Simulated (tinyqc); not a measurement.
Comparisons within one model: spherical quantum dot. A value that a table varies takes the place of the one given here.

A sphere of radius R, isotropic masses, c = hbar^2/2m0, k = sqrt(mw E/c), kappa = sqrt(mb (V0 - E)/c). State n l is the spherical Bessel function j_l(k r) inside and k_l(kappa r) outside; psi and psi'/m are continuous: (k/mw) j_l'(kR)/j_l(kR) = (kappa/mb) k_l'(kappa R)/k_l(kappa R). For l = 0 this reads kR cot(kR) = 1 - (mw/mb)(1 + kappa R).

With hard walls E = c (x/R)^2/mw, x a zero of j_l: 1s 3.141593; 2s 6.283185; 1p 4.493409; 2p 7.725252; 1d 5.763459; 2d 9.095011; 1f 6.987932; 2f 10.417119.

Constants: hbar^2/2m0 = 3.80998211 eV angstrom^2.

Values chosen for the exercise (near those of a Si dot in SiO2, with the mean mass 3/(2/mt + 1/ml) for all six valleys; the results hold for these values, not for the real material): V0 = 3.138 eV (barrier height); mw = 0.264 m0 (mass inside); mb = 0.466 m0 (mass outside); Rs = (10, 12, 14, 18, 24, 31, 42) angstrom (radii); R = 14 angstrom (radius).

## Radius

The two lowest states against R; a dash marks an unbound state.

Levels (eV):

| R (angstrom) | 1s | 1p | 1s, hard walls | flat well of width 2R |
|---|---|---|---|---|
| 10 | 0.8267 | 1.6870 | 1.4244 | 0.2162 |
| 12 | 0.6257 | 1.2799 | 0.9891 | 0.1618 |
| 14 | 0.4894 | 1.0018 | 0.7267 | 0.1256 |
| 18 | 0.3224 | 0.6599 | 0.4396 | 0.0820 |
| 24 | 0.1957 | 0.4004 | 0.2473 | 0.0494 |
| 31 | 0.1235 | 0.2528 | 0.1482 | 0.0311 |
| 42 | 0.0706 | 0.1444 | 0.0807 | 0.0177 |

What can be read from the table?

The lowest state is bound at every radius listed. 1p is bound at every radius listed. At the largest radius the level is 0.87 of the hard-wall value and 3.99 times that of the flat well (the hard-wall ratio is 4.00); the exponent d ln E/d ln R between the last two radii is -1.84. Levels above about 0.3 eV lie beyond the range of a parabolic mass.

## Shape and dimension

Lowest level with hard walls: film c (pi/2R)^2/mw, cylinder c (2.404826/R)^2/mw, sphere c (pi/R)^2/mw, square or cube of side a: 2 or 3 times c (pi/a)^2/mw; c = hbar^2/2m0. Finite barriers V0 with outer mass mb and psi, psi'/m continuous for film, cylinder and sphere (not separable for the square and the cube: dash).

Lowest level (eV):

| shape | hard walls | finite barrier |
|---|---|---|
| film, width 2R | 0.1817 | 0.1256 |
| cylinder, radius R | 0.4258 | 0.2906 |
| square wire of equal area | 0.4626 | - |
| sphere, radius R | 0.7267 | 0.4894 |
| cube of equal volume | 0.8390 | - |

How do the results move?

With hard walls the levels of film, cylinder and sphere stand as 1 : 2.34 : 4.00; with the finite barrier as 1 : 2.31 : 3.90. The square lies 8.6 % above the circle of equal area and the cube 15.5 % above the sphere of equal volume: round shapes give the lowest level for a given size.

## What each parameter does

The lowest level 1s and its distance to V0. Each row changes one parameter from the base and keeps the others.

Results:

| case | E (eV) | V0 - E (eV) | k R |
|---|---|---|---|
| base | 0.4894 | 2.6486 | 2.5781 |
| R = 12 angstrom | 0.6257 | 2.5123 | 2.4986 |
| V0 = 3.766 eV | 0.5059 | 3.2601 | 2.6213 |
| mw = 0.2376 m0 | 0.5210 | 2.6170 | 2.5234 |
| mb = 0.5825 m0 | 0.4672 | 2.6708 | 2.5188 |

What does this show?

The largest shifts from the base row, up to three for each result and ties (the steps differ in size, so this ranks the rows, not the parameters). E (eV): R +0.1363, mw +0.0315, mb -0.0223. V0 - E (eV): V0 +0.6115, R -0.1363, mw -0.0315. k R: R -0.0795, mb -0.0593, mw -0.0547.

Program tinyqc; command `OMP_NUM_THREADS=1 python tinyqc.py 1251385 1251386 out.jsonl`; about 0.07 s on one thread of a shared Intel(R) Xeon(R) Processor @ 2.30GHz.
